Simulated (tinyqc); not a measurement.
Dispersion: Heisenberg magnet: exchange from energy differences, ordering vector, linear spin waves and ordering temperature. Computed by tinyqc, a small Python program. Command: `OMP_NUM_THREADS=1 python tinyqc.py 3007729 3007730 out.jsonl magnon walk`. One thread of a shared host (Intel(R) Xeon(R) Processor @ 2.30GHz), about 0.1 s of CPU time with the checks.

H = -sum over pairs <ij> J_ij S_i.S_j - K sum_i (S_i^z)^2, each pair once, J > 0 ferromagnetic. First neighbours: 12 at a (0.5, 0.5, 0), second: 6 at a (1, 0, 0), with all permutations and signs.

Inputs (values chosen for the exercise, for a model magnet):
```
quantity,value,unit
exchange J1,0.223,meV
exchange J2,-0.02,meV
spin S,2.5,-
single-ion anisotropy K,0.00061,meV
lattice constant a,2.91,angstrom
```

Lattice: fcc. Order: ferromagnetic.

Method:
- g_s(q) = sum over shell s of cos(q.R), z1 = g1(0). E(q) = S [J(0) - J(q)] + (2S - 1) K, J(q) = J1 g1 + J2 g2. The factor 2S - 1 removes the anisotropy for S = 1/2.
- sum R_x^2 over the shells is s1 = 2 a^2 and s2 = 2 a^2. E = gap + D q^2 with D = (S/2)(J1 s1 + J2 s2) and gap = (2S - 1) K.
- J(q) = J1 g1(q) + J2 g2(q), g_s(q) = sum over shell s of cos(q.R).

gap = 0.00244 meV

stiffness D = 4.29756 meV angstrom^2

Energies (meV); X = (1, 0, 0), L = (0.5, 0.5, 0.5) in 2 pi/a:
```
line,fraction of the way,E(q),gap + D q^2
G-X,0.10,0.2016,0.203
G-X,0.25,1.2087,1.255
G-X,0.50,4.2624,5.011
G-X,0.75,7.5161,11.272
G-X,1.00,8.9224,20.038
G-L,0.10,0.1515,0.153
G-L,0.25,0.8943,0.942
G-L,0.50,3.0474,3.759
G-L,0.75,5.2006,8.455
G-L,1.00,6.0924,15.029
```

What follows from these numbers?

At the end of the G-X rows the long-wave form is 2.25 times the true energy. At the end of the G-L rows the long-wave form is 2.47 times the true energy. It holds to 5 % in 3 of the ten rows; nearer the zone boundary the cosine flattens the band.
